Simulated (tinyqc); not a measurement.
Band gaps under pressure and temperature from deformation potentials, step by step. Values are carried at full precision from step to step, so a last printed digit may differ when a step is redone from the rounded ones.

Murnaghan: V/V0 = (1 + Bp P/B0)^(-1/Bp), B0 = (C11 + 2 C12)/3. Each gap moves by a ln(V/V0) with its volume potential a, and falls with temperature by aV T^2/(T + bV) (Varshni); the two effects are added. No change of phase is considered.

Inputs chosen for the exercise (near those of Ge, the X and L potentials typical of such crystals; the results hold for these values, not for the real material): C11 = 126.3 GPa; C12 = 48.5 GPa; Bp = 4.78 (pressure derivative of the bulk modulus); P = 2.1 GPa (pressure); Eg = 0.893 eV (gap at Gamma to the s-like level at 0 K, 0 GPa); EgX = 0.93 eV (gap to X at 0 K, 0 GPa); EgL = 0.738 eV (gap to L at 0 K, 0 GPa); aG = -9.61 eV (volume potential of the Gamma gap); aX = 1.98 eV (volume potential of the X gap); aL = -4.07 eV (volume potential of the L gap); aV = (0.59, 0.495, 0.485) meV/K (Varshni alpha of Gamma, X, L); bV = (313, 217, 227) K (Varshni beta of Gamma, X, L); T = 77 K (temperature); aT = 5.7 1e-6/K (linear thermal expansion near 300 K).

## Volume under pressure

Give B0, V/V0, ln(V/V0), the change of the lattice constant and the linear estimate -P/B0.

B0 = 74.43 GPa
V/V0 = 0.97388
ln(V/V0) = -0.02647
change of a = -0.878 %
-P/B0 = -0.02821

The stiffening under pressure makes the compression 6.2 % smaller than the linear estimate.

## Gaps at P and T

Give both shifts and the gaps.

pressure shifts (eV): Gamma 0.2543, X -0.0524, L 0.1077

temperature shifts (eV): Gamma -0.0090, X -0.0100, L -0.0095

gaps (eV): Gamma 1.1384, X 0.8676, L 0.8363

The lowest valley is L (indirect gap), 31 meV below X; at 0 K and 0 GPa it is L.

## Pressure coefficients

Expand in P: E = E0 + c1 P + c2 P^2 with c1 = -a/B0 and c2 = a Bp/(2 B0^2).

c1 (meV/GPa): Gamma 129.11, X -26.60, L 54.68

c2 (meV/GPa^2): Gamma -4.146, X 0.854, L -1.756

Gamma and L rise under pressure and X falls, as the signs of the volume potentials say.

## Pressures at which the valleys cross

Two gaps meet at ln(V/V0) = -(E_i - E_j)/(a_i - a_j), with the gaps at T and P = 0; then P = (B0/Bp)(exp(-Bp ln(V/V0)) - 1). A dash marks expansion or a compression beyond ln(V/V0) = -0.3.

Crossings:

| pair | E_i - E_j (eV) | ln(V/V0) | P (GPa) |
|---|---|---|---|
| Gamma-X | -0.0360 | -0.0031 | 0.23 |
| Gamma-L | 0.1555 | 0.0281 | - |
| L-X | -0.1915 | -0.0316 | 2.54 |

The lowest valley changes at 2.54 GPa (L to X).

## How much of dE/dT is thermal expansion

At 300 K: dE/dT = -aV T (T + 2 bV)/(T + bV)^2; expansion alone gives 3 aT a; the rest is electron-phonon coupling.

dE/dT (meV/K): Gamma -0.4362, X -0.4078, L -0.3950

from expansion (meV/K): Gamma -0.1643, X 0.0339, L -0.0696

remainder (meV/K): Gamma -0.2718, X -0.4417, L -0.3254

Expansion supplies 38 % of the slope at Gamma and 18 % at L; at X it works against the fall.

## Checks

- Slope of the Gamma gap at P = 0 by finite differences against c1 (meV/GPa): both 129.11.

tinyqc: `OMP_NUM_THREADS=1 python tinyqc.py 1080566 1080567 out.jsonl`; about 0.01 s, one thread, shared Intel(R) Xeon(R) Processor @ 2.30GHz.
